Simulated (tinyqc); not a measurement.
# From theta back to characteristic temperature T_c

Model: space-charge-limited current through a thin insulating or semi-insulating film with traps. Computed by tinyqc, a small Python program. Command: `OMP_NUM_THREADS=1 python tinyqc.py 3028876 3028877 out.jsonl sclc inv`. One thread of a shared host (Intel(R) Xeon(R) Processor @ 2.30GHz), about 0.01 s of CPU time with the checks.

One ohmic injecting contact at x = 0 (field zero), drift only, non-degenerate free carriers.

Inputs (values chosen for the exercise, modelled on an amorphous oxide semiconductor): permittivity eps = 10; effective density of states N_c = 4.6e+18 1/cm^3; trap density N_t = 9.7e+14 1/cm^3; equilibrium Fermi level below the band edge, E_0 = 0.75 eV; thickness d = 1500 nm; free density at the anode, in units of N_c = 1.8e-06; temperature T = 300 K.

Traps: exponential tail.

Constants: k_B = 8.617333262e-05 eV/K; e = 1.602176634e-19 C; eps_0 = 8.8541878128e-12 F/m.

Method. Free density n_0 = N_c exp(-E_0/k_B T) in equilibrium; trapped density n_t(n) = N_t (n/N_c)^(T/T_c) (the low-temperature form). theta = n/(n + n_t) at the anode density; trap-filled-limit voltage V_TFL = e (N_t - n_t(n_0)) d^2/(2 eps eps_0).

Task: A run gave the result below. Find the characteristic temperature T_c, known to lie between 890 and 1500 K.

theta = 0.1643182

Result:

Each step takes the trial c = (a f_b - b f_a)/(f_b - f_a), f being the result less the target and a, b, c the logarithms of the listed values; c replaces end b, the old b replaces a if the sign of f changed, and otherwise f_a is halved.

Scan of the range:
```
characteristic temperature T_c (K)     theta
890                                 0.424416
971                                 0.337017
1060                                0.265075
1160                                0.207101
1260                                0.166035
1380                                0.131489
1500                                0.107368
```

False position (Illinois rule, in the logarithm of the input) inside the bracket:
```
step    end a    end b    trial     theta
1     1260.00  1380.00  1265.71  0.164077
2     1260.00  1265.71  1264.45  0.164504
3     1265.71  1264.45  1265.00  0.164318
4     1264.45  1265.00  1265.00  0.164318
```

Theta falls at every point of a 13-point scan of the range (every second point is shown), so one value fits; it is bracketed by 1260 and 1380. Answer: characteristic temperature T_c = 1265 K.
